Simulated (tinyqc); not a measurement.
Tight binding, kagome lattice, step by step. Computed by tinyqc, a small Python program that keeps every step. Settings: t1 = 1.83, t2 = 1.83, delta = 0.99, bands filled = 2. Command: `OMP_NUM_THREADS=1 python tinyqc.py 28479 28480 out.jsonl` (the two numbers bound the seeds that draw the settings). One thread of a shared host (Intel(R) Xeon(R) Processor @ 2.60GHz), about 0.01 s of CPU time with the checks.

## Bloch Hamiltonian at k

Parameters chosen for this model:
```
parameter     value                unit
t1         1.830000    eV, up triangles
t2         1.830000  eV, down triangles
delta      0.990000        eV on site C
```

k point k (fractions of the reciprocal vectors): 0.190000  0.250000

H_AB = -t1 - t2 exp(-i k.a1), H_AC = -t1 - t2 exp(-i k.a2), H_BC = -t1 - t2 exp(i k.(a1 - a2)), H_CC = delta.

H(k) at k (eV), lower triangle (Hermitian):
```
                     A                    B         C
A             0.000000
B  -2.503668-1.701491i             0.000000
C  -1.830000-1.830000i  -3.531491-0.673668i  0.990000
```

## Levels at k

Diagonalise the Hermitian matrix.

eigenvalues (eV): -5.846738  2.711892  4.124846

weights |c|^2 of the basis functions:
```
     band 1    band 2    band 3
A  0.316925  0.682684  0.000391
B  0.389895  0.167719  0.442387
C  0.293180  0.149597  0.557223
```

## Bloch Hamiltonian at K

k point K (fractions of the reciprocal vectors): 0.333333  0.666667

As before.

H(k) at K (eV), lower triangle (Hermitian):
```
                     A                    B         C
A             0.000000
B  -0.915000-1.584826i             0.000000
C  -0.915000+1.584826i  -0.915000-1.584826i  0.990000
```

## Levels at K

As before.

eigenvalues (eV): -1.830000  -1.211870  4.031870

weights |c|^2 of the basis functions:
```
     band 1    band 2    band 3
A  0.500000  0.209952  0.290048
B  0.500000  0.209952  0.290048
C  0.000000  0.580096  0.419904
```

## Bands along a path

The same steps at evenly spaced points between the labelled ones.

Bands along the path (eV):
```
k             band 1     band 2    band 3
G          -7.009225   3.660000  4.339225
G-K 0.20   -6.698513   3.545438  4.143076
G-K 0.40   -5.822243   2.862221  3.950022
G-K 0.60   -4.538972   1.597965  3.931006
G-K 0.80   -3.086029   0.110191  3.965838
K          -1.830000  -1.211870  4.031870
K-M 0.20   -2.041102  -1.041789  4.072891
K-M 0.40   -2.515458  -0.609493  4.114951
K-M 0.60   -2.887317  -0.275155  4.152471
K-M 0.80   -3.119527  -0.069275  4.178803
M          -3.198322          0  4.188322
M-K' 0.20  -3.119527  -0.069275  4.178803
M-K' 0.40  -2.887317  -0.275155  4.152471
M-K' 0.60  -2.515458  -0.609493  4.114951
M-K' 0.80  -2.041102  -1.041789  4.072891
K'         -1.830000  -1.211870  4.031870
```

With 2 band(s) filled, the highest filled level on these points lies at G and the lowest empty one at G-K 0.60: a gap of 0.2710 eV, indirect.
